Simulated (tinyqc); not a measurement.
# A double barrier with mass mismatch, transfer matrices: effect of the barrier mass and of the matching rule

One electron of energy E comes from the left lead (band edge 0); no transverse momentum. Parabolic bands, masses in units of m0, C = hbar^2/(2 m0); psi and psi'/m are continuous at every interface. Barrier d1, well Lw, barrier d2; the right lead equals the left one.

For the pair (psi, psi'/m) a flat layer has M = [[cos kd, (m/k) sin kd], [-(k/m) sin kd, cos kd]] with k = sqrt(m (E - U)/C) above its edge U, and M = [[cosh Kd, (m/K) sinh Kd], [(K/m) sinh Kd, cosh Kd]] with K = sqrt(m (U - E)/C) below it. The matrices are multiplied with later layers to the left. With M acting on (psi, psi'/m) and v = k/m in each lead, T(E) = 4 vL vR/[(vL vR M12 - M21)^2 + (vR M11 + vL M22)^2]. The second column matches psi and psi' without the mass (every m outside k and K set to 1), which is not the envelope-function rule when the masses differ.

Parameters, values chosen for the exercise; masses and offsets close to those of GaAs wells and AlGaAs barriers:
```
symbol  value  unit                       meaning
mL      0.068    m0         mass in the left lead
U1       0.25    eV                barrier height
d1        1.7    nm    width of the first barrier
Lw        4.7    nm  well width (edge 0, mass mL)
d2        1.7    nm   width of the second barrier
E       0.042    eV               electron energy
```

Constants: q = 1.602176634e-19 C, hbar = 1.054571817e-34 J s, m0 = 9.1093837015e-31 kg, hbar^2/(2 m0) = 0.0380998212 eV nm^2. Results are converted to the units shown.

Effect of the barrier mass and of the matching rule:

| m1 (m0) | T(E), psi'/m matched | T(E), psi' matched | ratio |
|---|---|---|---|
| 0.036 | 0.05735 | 0.3352 | 5.845 |
| 0.047 | 0.05040 | 0.1560 | 3.096 |
| 0.062 | 0.04244 | 0.05734 | 1.351 |
| 0.08 | 0.03477 | 0.02008 | 0.5775 |
| 0.1 | 0.02812 | 0.007425 | 0.2641 |
| 0.14 | 0.01894 | 0.001466 | 0.07739 |
| 0.18 | 0.01327 | 3.943e-4 | 0.02970 |
| 0.23 | 0.009017 | 9.966e-5 | 0.01105 |

What does the table show?

With psi'/m matched, T(E) falls from 0.0574 to 0.00902. The other rule gives 5.85 times that in the first row and 0.0111 times in the last; the two rules coincide at m1 = mL = 0.068.

Program tinyqc, `OMP_NUM_THREADS=1 python tinyqc.py 2560032 2560033 out.jsonl`; Intel Xeon 2.30GHz, shared host, one thread, about 0.03 s.
